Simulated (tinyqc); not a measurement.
Defect-molecule model of a vacancy with Jahn-Teller distortion: one step. Vertical against thermal levels. Two cases, with inputs chosen for the exercise.

Problem. At fixed Q the level for adding the first electron is et - 2 I Q. Capture into 2+ at Q0 = 0 costs et; removal from + at Q1 = 2 I/k takes place at et - 2 E_JT, E_JT = 2 I^2/k; the thermal level lies between, and the Franck-Condon shift is E_JT on each side. et = E0 + gm.

Four dangling hybrids a, b, c, d point into the vacancy: H_ii = E0, and -gm between any two. A tetragonal distortion Q pairs a with b and c with d: those two couplings become -gm - I Q and the other four -gm + I Q/2, at an elastic cost k Q^2/2. The a1 level holds two electrons; charge states 2+, + and 0 put n = 0, 1, 2 more into the lowest level of t2 origin. Energy from the 2+ state at Q = 0, with the Fermi level mu counted from Ev: W_n(Q) = n (et - 2 I Q) + k Q^2/2 + Uc n (n - 1)/2 - n mu. et = E0 + gm is the undistorted t2 level.

Give: levels; Stokes shift.

Case 1.

Values chosen (of the size used for the vacancy in silicon; shifted at random, so the results belong to these values and not to a real crystal): E0 = 0.01 eV (level of a dangling hybrid, from Ev); gm = 0.36 eV (coupling between two dangling hybrids); I = 1.13 eV/angstrom (Jahn-Teller coupling); k = 16.3 eV/angstrom^2 (force constant of the mode).

Solution.

levels (eV): vertical at Q0 0.3700, thermal 0.2133, vertical at Q1 0.0567

Stokes shift = 0.3133 eV

Case 2.

Values chosen (of the size used for the vacancy in silicon; shifted at random, so the results belong to these values and not to a real crystal): E0 = -0.12 eV (level of a dangling hybrid, from Ev); gm = 0.39 eV (coupling between two dangling hybrids); I = 0.99 eV/angstrom (Jahn-Teller coupling); k = 15.2 eV/angstrom^2 (force constant of the mode).

Solution.

levels (eV): vertical at Q0 0.2700, thermal 0.1410, vertical at Q1 0.0121

Stokes shift = 0.2579 eV

Computed by tinyqc, one run a case: `OMP_NUM_THREADS=1 python tinyqc.py N N+1 out.jsonl` with N = 1451962, 1452621; one thread of a shared Intel(R) Xeon(R) Processor @ 2.30GHz, about 0.01 s a run at most.
